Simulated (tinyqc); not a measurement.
Worked calculation: one-electron ion in a basis of Gaussians. Computed by tinyqc, a small Python program that keeps every step. Settings: Z = 3, l = 2. Command: `OMP_NUM_THREADS=1 python tinyqc.py 20205 20206 out.jsonl` (the two numbers bound the seeds that draw the settings). One thread of a shared host (Intel(R) Xeon(R) Processor @ 2.60GHz), about 0.01 s of CPU time with the checks.

## Matrices over normalised Gaussians

exponents of r^l exp(-a r^2) (1/bohr^2): 0.022950  0.092300  0.371200  1.493000  6.002000  24.140000

Z = 3

l = 2

With p = a_i + a_j and I(k) = Gamma((k+1)/2) / (2 p^((k+1)/2)): S = I(2l+2), T = (2l+3) a_i a_j S / p, V = -Z I(2l+1), each divided by sqrt(S_ii S_jj).

S, lower triangle:
```
,1,2,3,4,5,6
1,1.000000
2,0.455339,1.000000
3,0.070303,0.455353,1.000000
4,0.007198,0.070295,0.455302,1.000000
5,0.000656,0.007203,0.070337,0.455540,1.000000
6,0.000058,0.000656,0.007202,0.070340,0.455314,1.000000
```

T (hartree), lower triangle:
```
,1,2,3,4,5,6
1,0.080325
2,0.058584,0.323050
3,0.010637,0.235617,1.299200
4,0.001139,0.042773,0.947487,5.225500
5,0.000105,0.004583,0.172119,3.812493,21.007000
6,0.000009,0.000422,0.018429,0.692305,15.320403,84.490000
```

V (hartree), lower triangle:
```
,1,2,3,4,5,6
1,-0.386795
2,-0.279081,-0.775695
3,-0.079685,-0.559690,-1.555586
4,-0.015999,-0.159791,-1.122331,-3.119751
5,-0.002909,-0.032102,-0.320582,-2.251582,-6.255154
6,-0.000515,-0.005833,-0.064371,-0.642949,-4.513070,-12.544654
```

## Generalised eigenproblem

H = T + V (hartree), lower triangle:
```
,1,2,3,4,5,6
1,-0.306470
2,-0.220497,-0.452645
3,-0.069049,-0.324074,-0.256386
4,-0.014860,-0.117018,-0.174845,2.105749
5,-0.002804,-0.027519,-0.148463,1.560911,14.751846
6,-0.000506,-0.005411,-0.045942,0.049356,10.807333,71.945346
```

Solve H C = S C e through S^(-1/2); each column has its largest component positive (the first on a tie).

eigenvalues of S: 0.268424  0.430301  0.713773  1.109483  1.555240  1.922779

eigenvalues (hartree): -0.495272  -0.268532  0.013356  2.886195  17.574560  84.265079

coefficients:
```
,1,2,3,4,5,6
1,0.039496,1.044410,0.455292,-0.078473,0.022488,-0.007281
2,0.786801,-0.271503,-0.965484,0.255781,-0.074737,0.024195
3,0.327308,-0.255509,1.037483,-0.674307,0.214200,-0.069011
4,0.017535,-0.010222,0.034594,1.167572,-0.592829,0.195564
5,0.001644,-0.001374,0.005311,-0.050292,1.179775,-0.549988
6,-0.000024,0.000049,-0.000226,0.008886,-0.073157,1.140581
```

For Z = 3 and l = 2 the exact lowest level is -Z^2/(2 n^2) with n = l + 1: -0.500000 hartree.
